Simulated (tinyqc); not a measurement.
Free-carrier optics of a doped semiconductor (Drude model with one polar phonon): sweeps and comparisons. A value that a table varies takes the place of the one given here.

eps(E) = ei [1 - Ep^2/(E^2 + i E Gam)] + (es - ei) wT^2/(wT^2 - E^2 - i E gT), with Ep^2 = 8 pi c (e^2/(4 pi eps0)) N/(m ei), c = hbar^2/2m0, N in 1/angstrom^3 (1e-24 per 1/cm^3); Gam = hbar/tau, tau = mu m m0/e with m0/e = 5.685630e-12 kg/C and mu in m^2/(V s). Energies in meV.

n + i k = sqrt(eps1 + i eps2) with k >= 0; R = ((n - 1)^2 + k^2)/((n + 1)^2 + k^2) at normal incidence from vacuum; alpha = 2 E k/(hbar c), times 1e8 for 1/cm; loss function Im(-1/eps) = eps2/(eps1^2 + eps2^2).

Constants: hbar^2/2m0 = 3.80998211 eV angstrom^2; e^2/(4 pi eps0) = 14.39964547 eV angstrom; hbar = 6.58211957e-16 eV s; hbar c = 1973.269805 eV angstrom.

Inputs chosen for the exercise (mass and dielectric values near those of GaAs; N and mu are free inputs; interband absorption and the rise of the mass with filling are left out; the results hold for these values, not for the real material): m = 0.0712 m0 (conductivity mass); ei = 11.04 (high-frequency dielectric constant); wT = 33.5 meV (TO phonon); es = 13.31 (static dielectric constant); N = 2e+18 1/cm^3 (carrier density); mu = 3000 cm^2/(V s) (mobility); gT = 0.6 meV (phonon damping); E = 143.2 meV (photon energy).

## The coupled modes against doping

L-, L+ solve E^4 - (wL^2 + Ep^2) E^2 + Ep^2 wT^2 = 0, wL = wT sqrt(es/ei); damping left out; energies in meV.

Modes:

| N (1/cm^3) | Ep | L- | L+ | Ep sqrt(ei/es) |
|---|---|---|---|---|
| 2.0e+16 | 5.92 | 5.38 | 36.87 | 5.39 |
| 8.0e+16 | 11.85 | 10.69 | 37.14 | 10.79 |
| 2.0e+17 | 18.73 | 16.60 | 37.79 | 17.06 |
| 5.0e+17 | 29.62 | 24.62 | 40.30 | 26.97 |
| 8.0e+17 | 37.46 | 28.44 | 44.13 | 34.12 |
| 2.0e+18 | 59.23 | 32.04 | 61.92 | 53.94 |
| 3.0e+18 | 72.54 | 32.62 | 74.51 | 66.07 |
| 8.0e+18 | 118.46 | 33.21 | 119.51 | 107.89 |
| 2.0e+19 | 187.30 | 33.39 | 187.94 | 170.59 |

wL = 36.78 meV

At low density L- follows Ep sqrt(ei/es) (5.38 against 5.39), a plasmon screened by the lattice, and L+ starts at wL. At the highest density L- has come within 0.11 meV of wT, since the carriers screen the field that lifts wL, and L+ is within 0.64 meV of Ep. The branches are closest, 15.68 meV, at 5e+17 1/cm^3 of those listed. The mass is held fixed, while in a real band it rises with filling.

## Reflectance across the plasma edge

Spectrum:

| E (meV) | eps1 | eps2 | R | alpha (1/cm) |
|---|---|---|---|---|
| 5.9 | -590.06 | 554.34 | 0.950 | 1.58e+04 |
| 17.8 | -97.67 | 34.11 | 0.937 | 1.81e+04 |
| 29.6 | -21.43 | 8.57 | 0.860 | 1.42e+04 |
| 41.5 | -15.31 | 3.06 | 0.910 | 1.65e+04 |
| 50.3 | -5.90 | 1.67 | 0.826 | 1.25e+04 |
| 59.2 | -0.99 | 1.02 | 0.445 | 6.58e+03 |
| 65.2 | 1.18 | 0.76 | 0.028 | 2.22e+03 |
| 74.0 | 3.42 | 0.52 | 0.092 | 1.05e+03 |
| 88.8 | 5.77 | 0.30 | 0.170 | 565 |
| 118.5 | 8.09 | 0.13 | 0.230 | 268 |
| 177.7 | 9.73 | 0.04 | 0.265 | 109 |
| 296.2 | 10.57 | 0.01 | 0.280 | 37.6 |

Ep = 59.2 meV and Gam = 5.4 meV. R is 0.950 at the lowest energy and lowest, 0.028, at 65.2 meV of those listed; without damping and phonon it would vanish at Ep sqrt(ei/(ei - 1)) = 62.1 meV. At the highest energy R is 0.280, against 0.289 for ei alone. Between the last two rows alpha goes as E^-2.08, where the Drude limit far above Ep and Gam is E^-2. Inside the metallic range the phonon cuts a dip in R near L-, below wT = 33.5 meV, which the rows may miss.

## Free-carrier absorption and index change in the near infrared

At the wavelengths listed E = hc/lambda (hc = 1239.841984 eV nm). Approximate forms: alpha = ei Ep^2 Gam/(E^2 sqrt(ei) hbar c) and dn = -sqrt(ei) Ep^2/(2 E^2). The phonon term is left out here.

Free carriers:

| lambda (micrometre) | E (meV) | alpha (1/cm) | alpha, approximate | dn | dn, approximate |
|---|---|---|---|---|---|
| 1.31 | 946.4 | 3.58 | 3.57 | -0.00651 | -0.00651 |
| 1.55 | 799.9 | 5.02 | 5.00 | -0.00912 | -0.00911 |
| 2.00 | 619.9 | 8.37 | 8.33 | -0.0152 | -0.0152 |
| 3.00 | 413.3 | 18.9 | 18.7 | -0.0343 | -0.0341 |
| 5.00 | 248.0 | 53.6 | 52.1 | -0.0961 | -0.0948 |
| 8.00 | 155.0 | 144 | 133 | -0.252 | -0.243 |
| 10.60 | 117.0 | 271 | 234 | -0.456 | -0.426 |

At 1.55 micrometre alpha = 5.02 1/cm and dn = -0.00912; a phase shift of pi needs a length lambda/(2 |dn|) = 85 micrometre, over which the loss is 0.19 dB. The approximate alpha is within 5 % up to 5 micrometre of the wavelengths listed; it needs photon energies well above both Ep and Gam, which lie at 20.9 and 228.8 micrometre. Interband and intervalley absorption are left out.

## What moves the optical constants

At the energy E. Each row changes one parameter from the base and keeps the others.

Results:

| case | Ep (meV) | Gam (meV) | R | alpha (1/cm) |
|---|---|---|---|---|
| base | 59.23 | 5.42 | 0.2505 | 174 |
| N = 3e+18 1/cm^3 | 72.54 | 5.42 | 0.2299 | 275 |
| m = 0.0854 m0 | 54.08 | 4.52 | 0.2569 | 119 |
| mu = 1800 cm^2/(V s) | 59.23 | 9.03 | 0.2506 | 288 |
| ei = 11.59 | 57.81 | 5.42 | 0.2622 | 168 |
| E = 171.8 meV | 59.23 | 5.42 | 0.2629 | 117 |

The largest shifts from the base row, up to three for each result and ties (the steps differ in size, so this ranks the rows, not the parameters). Ep (meV): N +13.31, m -5.15, ei -1.42; unchanged at the printed digits by mu and E. Gam (meV): mu +3.61, m -0.90; unchanged at the printed digits by N, ei and E. R: N -0.0205, E +0.0124, ei +0.0118. alpha (1/cm): mu +114, N +101, E -57.0.

Computed by tinyqc, a small Python program: `OMP_NUM_THREADS=1 python tinyqc.py 1650474 1650475 out.jsonl` (the numbers bound the seed that draws the inputs); one thread of a shared host (Intel(R) Xeon(R) Processor @ 2.30GHz), about 0.01 s for the whole set of steps.
